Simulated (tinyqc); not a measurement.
Inside a calculation. Model: spin coating of a resist or spin-on film: centrifugal thinning, evaporation and the final thickness (Emslie and Meyerhofer models). Computed by tinyqc, a small Python program that keeps every step. Command: `OMP_NUM_THREADS=1 python tinyqc.py 3111272 3111273 out.jsonl spincoat walk`. One thread of a shared host (Intel(R) Xeon(R) Processor @ 2.30GHz), about 0.07 s of CPU time with the checks. Intermediate numbers are printed to about 6 digits and carried at full precision; extremes and crossings named in words are read from the listed rows.

A Newtonian film stays uniform over the wafer; solvent and solids have the same density and the concentration is uniform through the thickness.

Inputs (values chosen for the exercise, of the order of those of a polymer resist in an ester solvent): solids volume fraction c0 = 0.28; kinematic viscosity of the solvent nu_s = 0.67 mm^2/s; viscosity constant k = 5100 mm^2/s; viscosity exponent gamma = 3.2; spin speed f = 5000 rpm; evaporation rate at 1000 rpm e0 = 0.18 micrometre/s; starting thickness h0 = 200 micrometre; time t = 3.6 s; wafer radius R = 100 mm; shrinkage in the bake = 3.8 %.

## Rates

omega = 2 pi f/60; nu(c) = nu_s + k c^gamma; evaporation rate e = e0 sqrt(f/1000 rpm). Flow constant K = 2 omega^2/(3 nu(c0)); Reynolds number of the air omega R^2/nu_air with nu_air = 15 mm^2/s.

omega = 523.599 1/s

nu(c0) = 87.4612 mm^2/s

evaporation rate e = 0.402492 micrometre/s

flow constant K = 0.00208973 1/(micrometre^2 s)

Reynolds number of the air = 349066

Caution: above a Reynolds number of about 3e5 the air flow near the rim turns turbulent, and evaporation is no longer uniform.

## Thinning without evaporation

dh/dt = -K h^3 gives h = h0/sqrt(1 + 2 K h0^2 t); for long times h = 1/sqrt(2 K t).

h(t) without evaporation = 8.14569 micrometre

long-time form = 8.15246 micrometre

time 1/(2 K h0^2) = 0.00598163 s

The long-time form is within 0.083 %: the starting thickness is forgotten.

## The two-stage estimate

Meyerhofer estimate: flow rules until (1 - c0) K h^3 = e, then evaporation alone: h_w = (e/((1 - c0) K))^(1/3), dry film c0 h_w.

wet thickness h_w = 6.44335 micrometre

dry film, estimate = 1804.14 nm

drying time (1 - c0) h_w/e = 11.5262 s

## First explicit step of the full model

Solids s and liquid l per area start at s = c0 h0, l = (1 - c0) h0. With h = h0 and c = c0: Q = K h^3, K = 2 omega^2/(3 nu); one Euler step of length dt = 0.01 h0/Q for s and l, ds/dt = -c Q, dl/dt = -(1 - c) Q - e.

Q = 16717.8 micrometre/s

dt = 1.19633e-04 s

s = 55.44 micrometre

l = 142.560 micrometre

Q/e at the start = 41535.8

## The full model

Full model for solids s and liquid l per area, h = s + l, c = s/h: ds/dt = -c Q, dl/dt = -(1 - c) Q - e, Q = 2 omega^2 h^3/(3 nu(c)); integrated adaptively (relative tolerance 1e-9) until l = 0. Dry film = s at l = 0, before the bake; film after the bake = s x (1 - shrinkage).

time to dry = 15.1459 s

dry film = 2058.13 nm

film after the bake = 1979.92 nm

## Course in time

Times are fractions of the time to dry.

History:
```
fraction        t (s)  h (micrometre)         c  nu (mm^2/s)          Q/e   s (nm)
0.003     4.54377e-02         68.2142  0.280054        87.52  1.64698e+03  19103.7
0.010     1.51459e-01         38.9845  0.280301        87.76  3.06568e+02  10927.4
0.030     4.54377e-01         22.8014  0.281519        88.98  6.05000e+01   6419.0
0.100     1.51459e+00         12.5503  0.289252        96.98  9.25658e+00   3630.2
0.200     3.02918e+00          8.8631  0.306898       117.07  2.70058e+00   2720.1
0.350     5.30107e+00          6.5874  0.346527       172.35  7.53135e-01   2282.7
0.500     7.57295e+00          5.2662  0.405006       283.45  2.33967e-01   2132.8
0.700     1.06021e+01          3.9085  0.529934       669.14  4.05187e-02   2071.2
0.900     1.36313e+01          2.6690  0.771523      2224.42  3.88111e-03   2059.2
```

Q/e drops below 1 between t = 3.0 and 5.3 s, when c has risen from 0.28 to about 0.347; after that row the solids fall by a further 10 %. The full model gives 1.14 times the two-stage estimate.

## Spin curve

The formulas are those given above.

Dry film against speed:
```
f (rpm)  full model (nm)  estimate (nm)  time to dry (s)
500              6505.08        5705.18          150.894
1000             4601.34        4034.17           75.605
1500             3757.30        3293.89           50.438
2000             3254.03        2852.59           37.842
3000             2656.98        2329.13           25.236
4000             2301.04        2017.09           18.930
6000             1878.81        1646.94           12.622
```

The full thickness goes as f^-0.500; the estimate as (e/omega^2)^(1/3) = f^(-1/2). The time to dry goes as f^-1.00. A thickness window of 1 % allows a speed error of about 2 %.

Checks made by the program: constant-viscosity run against c0 h0 exp(-int K h^2 dt) (relative difference 8e-06).
